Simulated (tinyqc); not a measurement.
# Lifetime from the low-frequency admittance

Inverse problem. At low frequency a p+-n diode with a base of width wb has C_diff/G = (tau/2)(1 - 2 x/sinh 2x), x = wb/sqrt(Dp tau). Find tau, x and the limit of C_diff/G for infinite lifetime, wb^2/(3 Dp).

Values chosen for this exercise: hole diffusion coefficient Dp = 9.9 cm^2/s; width of the neutral base wb = 1.2 um.

G = 20.260041 S/cm^2
C_diff = 0.0089474397 uF/cm^2

Answer. The ratio rises steadily with tau from tau/2 (long base) towards wb^2/(3 Dp) (short base), so one lifetime matches as long as the ratio is below that limit.

tau = 7.000e-9 s
x = 0.4558
limit of C_diff/G = 4.848e-10 s

Numbers from tinyqc (`OMP_NUM_THREADS=1 python tinyqc.py 2890142 2890143 out.jsonl`; about 0.01 s on one thread of a shared Intel Xeon 2.30GHz).
